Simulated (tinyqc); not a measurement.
Single-photon avalanche diode, trigger probability and counting: one step of the calculation.

A multiplication layer of width W with the uniform field V/W; alpha = an exp(-bn/E) for electrons, beta = ap exp(-bp/E) for holes (local model, no dead space). a = alpha W, b = beta W. Electrons enter at x = 0, holes at x = W. P0 is the probability that an electron entering at 0 starts a lasting avalanche, PW the same for a hole entering at W.

Task. Ionisation integrals at and above breakdown. Breakdown: ln(a/b) = a - b with a not equal to b. VB is given; V = VB + Vx.

Inputs (values chosen for the exercise); ionisation coefficients close to those of germanium:

| symbol | value | unit | meaning |
|---|---|---|---|
| an | 1.58e7 | 1/cm | electron prefactor |
| bn | 1.53 | MV/cm | electron field |
| ap | 9.76e6 | 1/cm | hole prefactor |
| bp | 1.24 | MV/cm | hole field |
| W | 1.5 | um | width of the multiplication layer |
| Vx | 3.3 | V | excess bias |

breakdown voltage VB = 27.406939 V

Find: E at VB; a at VB; b at VB; E at V; a; b.

Result.

E at VB = 0.18271 MV/cm
a at VB = 0.54709
b at VB = 1.6526
E at V = 0.20471 MV/cm
a = 1.3455
b = 3.4269

At VB, ln(a/b) = -1.105 equals a - b.

Program tinyqc, `OMP_NUM_THREADS=1 python tinyqc.py 2630070 2630071 out.jsonl`; Intel Xeon 2.30GHz, shared host, one thread, about 0.01 s.
